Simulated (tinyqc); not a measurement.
Power iteration on a symmetric matrix, step by step. Computed by tinyqc, a small Python program that keeps every step. Settings: method = power, shift = -0.21. Command: `OMP_NUM_THREADS=1 python tinyqc.py 22584 22585 out.jsonl` (the two numbers bound the seeds that draw the settings). One thread of a shared host (Intel(R) Xeon(R) Processor @ 2.60GHz), about 0.01 s of CPU time with the checks.

A, lower triangle:
```
           1          2         3         4
1   1.189000
2   0.670000   1.796000
3  -0.038000   0.181000  3.777000
4  -0.748000  -0.003000  0.370000  3.944000
```

Stop when the residual |A v - lambda v| is below 1e-9.

Steps:

| step | lambda | residual |
|---|---|---|
| 1 | 3.69470260 | 9.53e-01 |
| 2 | 4.07892935 | 6.37e-01 |
| 3 | 4.23178954 | 4.02e-01 |
| 4 | 4.29191197 | 2.69e-01 |
| 5 | 4.31954139 | 1.98e-01 |
| 6 | 4.33488425 | 1.56e-01 |
| 7 | 4.34456066 | 1.27e-01 |
| 8 | 4.35104334 | 1.05e-01 |
| 9 | 4.35548754 | 8.75e-02 |
| 10 | 4.35855618 | 7.28e-02 |
| 11 | 4.36067799 | 6.05e-02 |
| 12 | 4.36214450 | 5.03e-02 |
| 13 | 4.36315728 | 4.18e-02 |
| 14 | 4.36385618 | 3.47e-02 |
| 15 | 4.36433819 | 2.88e-02 |
| 16 | 4.36467046 | 2.39e-02 |
| 17 | 4.36489946 | 1.99e-02 |
| 18 | 4.36505723 | 1.65e-02 |
| 19 | 4.36516592 | 1.37e-02 |
| 20 | 4.36524079 | 1.14e-02 |
| 21 | 4.36529235 | 9.42e-03 |
| 22 | 4.36532787 | 7.82e-03 |
| 23 | 4.36535233 | 6.49e-03 |
| 24 | 4.36536917 | 5.39e-03 |
| 25 | 4.36538078 | 4.47e-03 |
| 26 | 4.36538876 | 3.71e-03 |
| 27 | 4.36539427 | 3.08e-03 |
| 28 | 4.36539806 | 2.55e-03 |
| 29 | 4.36540067 | 2.12e-03 |
| 30 | 4.36540246 | 1.76e-03 |

Can the last value be used, and what does the course show?

Not by the stop rule, although the second column moves by less than 1e-05 over the last three steps. Not converged in 30 steps: the residual falls only by the ratio of the two largest distances of eigenvalues from the shift, 0.83 a step. all eigenvalues, for comparison: 0.633497  2.120176  3.586921  4.365406.
